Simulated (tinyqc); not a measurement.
Fermi-Dirac statistics of conduction electrons: one step. Fermi level in the non-parabolic band.

Non-parabolic band E (1 + alpha E) = c k^2/m: n = Nc (2/sqrt(pi)) integral_0^infinity sqrt(x (1 + a x)) (1 + 2 a x) dx/(1 + exp(x - eta)) with a = alpha kT and eta = (EF - Ec)/kT; a = 0 gives n = Nc F_1/2(eta).

Inputs chosen for the exercise (out of a larger set: near those of Si, lowest valleys alone; not measured data): alpha = 0.46 1/eV (non-parabolicity).

u = n/Nc = 0.1800207
kT = 0.02585200 eV

Task: Solve for eta at the same n.

Give: a; eta; EF - Ec.

Result:

a = 0.01189
eta = -1.699
EF - Ec = -43.93 meV

The extra states lower EF by 1.25 meV against the parabolic band.

tinyqc: `OMP_NUM_THREADS=1 python tinyqc.py 1651544 1651545 out.jsonl`; about 0.01 s, one thread, shared Intel(R) Xeon(R) Processor @ 2.30GHz.
